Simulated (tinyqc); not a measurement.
Saddle-point parameters from gate and bias data.

Problem. In a saddle-point contact at zero temperature mu - V0 = al (Vg - Vp), riser n is centred where this equals wy (n + 1/2), its largest slope is dg/dmu = pi/(2 wx) (neighbouring modes neglected), and in bias spectroscopy neighbouring risers meet at q V = wy. Find al, Vp and wx.

gate voltages at the middle of the first and second risers (V): -1.8281119  -1.8043357
largest dg/dVg on a riser = 149.74925 1/V
bias at which two neighbouring risers meet = 3.4 mV

Answer. The bias gives wy, the gate spacing then gives al = wy/(Vg2 - Vg1), and the slope gives wx = al pi/(2 dg/dVg).

lever arm al = 0.143 eV/V
Vp = -1.84 V
wx = 1.50 meV

Computed by the program tinyqc: `OMP_NUM_THREADS=1 python tinyqc.py 2740024 2740025 out.jsonl`, one thread of a shared Intel Xeon 2.30GHz, about 0.03 s for the whole run.
